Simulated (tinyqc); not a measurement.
# Free and trapped electrons in a MOS channel with a dense trap tail: effects of single changes

p-type body, charge-sheet picture, full ionisation (an idealisation for deep acceptors), Boltzmann statistics for free electrons. e = Ec - EF at the surface. Acceptor-like traps of density D(E) = D0 + De exp(-E/Ew) at depth E below Ec, from 0 to Eu, hold n_t = integral of D(E)/(1 + exp((e - E)/Vt)). psi = Eg - Vt ln(Nv/Na) - e; N_dep = sqrt(2 eps0 eps_r Na (psi - Vt)/q); n_f = sqrt(N_dep^2 + 2 eps0 eps_r Vt Nc exp(-e/Vt)/q) - N_dep; Vg = Vfb + psi + q (N_dep + n_t + n_f)/Cox, Cox = eps0 eox/tox.

Values chosen for this exercise; band and dielectric values close to those of 4H silicon carbide:
```
symbol    value         unit                                             meaning
T           475            K                                         temperature
Eg         3.23           eV                                            band gap
eps_r      9.53                                            relative permittivity
Nc      3.43e19        cm^-3              conduction-band density of states at T
Nv      4.92e19        cm^-3                 valence-band density of states at T
eox         3.9                           relative permittivity of the insulator
tox          75           nm                                 insulator thickness
Na       2.5e16        cm^-3                                    acceptor density
Vfb       -2.29            V            flat-band voltage without trapped charge
D0       2.3e11  cm^-2 eV^-1  constant background density of acceptor-like traps
De       5.6e13  cm^-2 eV^-1          density of the tail at the conduction edge
Ew         0.13           eV                            decay energy of the tail
Eu         0.99           eV        depth below Ec down to which the traps reach
mf          250   cm^2/(V s)                          mobility of free electrons
```

Constants: q = 1.602176634e-19 C, kB = 1.380649e-23 J/K, Vt = kB T/q, eps0 = 8.8541878128e-14 F/cm where lengths are in cm. Results are converted to the units shown.

Each table varies one quantity; the others keep the values above.

## Free and trapped charge against gate voltage

Free share n_f/(n_f + n_t); swing ln 10 n_f/(dn_f/dVg); field-effect mobility mf q (dn_f/dVg)/Cox, for a constant mf; oxide field q (N_dep + n_t + n_f)/(eps0 eox).

Free and trapped charge against gate voltage:
columns A: Vg (V); B: e (eV); C: n_f (cm^-2); D: n_t (cm^-2); E: free share (%); F: swing (mV/decade); G: field-effect mobility (cm^2/(V s)); H: oxide field (MV/cm)
```
A           B         C         D         E        F         G       H
3.1    0.6518   1.173e6  1.315e11  8.921e-4    374.0  0.006283  0.4163
5.4    0.3647   1.225e9  6.609e11    0.1850     1557     1.576  0.6847
7.7    0.2666  1.311e10  1.266e12     1.025     3130     8.390  0.9783
10     0.2104  5.021e10  1.865e12     2.622     4939     20.37   1.277
12.3   0.1717  1.232e11  2.436e12     4.814     7038     35.06   1.579
14.6   0.1424  2.358e11  2.971e12     7.354     9436     50.06   1.882
16.8   0.1198  3.798e11  3.449e12     9.919  1.195e4     63.65   2.172
19.1  0.09990  5.659e11  3.915e12     12.63  1.472e4     76.99   2.476
21.4  0.08255  7.864e11  4.348e12     15.32  1.754e4     89.81   2.780
```

n_f reaches 1e11 cm^-2 at Vg = 11.7 V, against 3.73 V without traps. The free share rises from 8.92e-4 to 15.3 % and the field-effect mobility rises from 0.00628 to 89.8 cm^2/(V s), although mf = 250 is constant: in the last row 35.9 % of Cox dVg goes into free electrons. The swing in the first row is 374 mV a decade (Vt ln 10 = 94.3).

## Effect of the decay energy of the tail

VT is the Vg for n_f = 1e11 cm^-2; swing ln 10 n_f/(dn_f/dVg) at n_f = 1e8 cm^-2; the last three columns are for Vg = VT + 6 V, with free share n_f/(n_f + n_t) and field-effect mobility mf q (dn_f/dVg)/Cox; there EF is near the band edge, where Boltzmann statistics are rough.

Effect of the decay energy of the tail:
columns A: Ew (eV); B: e at VT (eV); C: VT (V); D: q n_t/Cox at VT (V); E: swing (mV/decade); F: n_f (cm^-2); G: free share (%); H: field-effect mobility (cm^2/(V s))
```
A          B      C       D      E         F      G      H
0.03  0.1808  4.577  0.8470  227.2  1.223e12  60.77  175.7
0.05  0.1808  5.097   1.367  233.1  9.346e11  43.08  140.5
0.07  0.1808  6.109   2.379  270.1  7.328e11  29.71  113.8
0.09  0.1808  7.597   3.867  373.4  5.987e11  20.66  94.10
0.11  0.1808  9.485   5.755  559.8  5.091e11  14.78  79.60
0.13  0.1808  11.69   7.960  824.7  4.476e11  10.97  68.90
0.15  0.1808  14.14   10.41   1153  4.038e11  8.437  60.88
0.17  0.1808  16.76   13.03   1526  3.717e11  6.707  54.76
```

As Ew goes from 0.03 to 0.17, VT rises from 4.58 to 16.8 V, its part due to traps rises from 0.847 to 13.0 V, the swing rises from 227 to 1530 mV/decade and the field-effect mobility falls from 176 to 54.8 cm^2/(V s).

Program tinyqc, `OMP_NUM_THREADS=1 python tinyqc.py 2222153 2222154 out.jsonl`; Intel Xeon 2.30GHz, shared host, one thread, about 0.02 s.
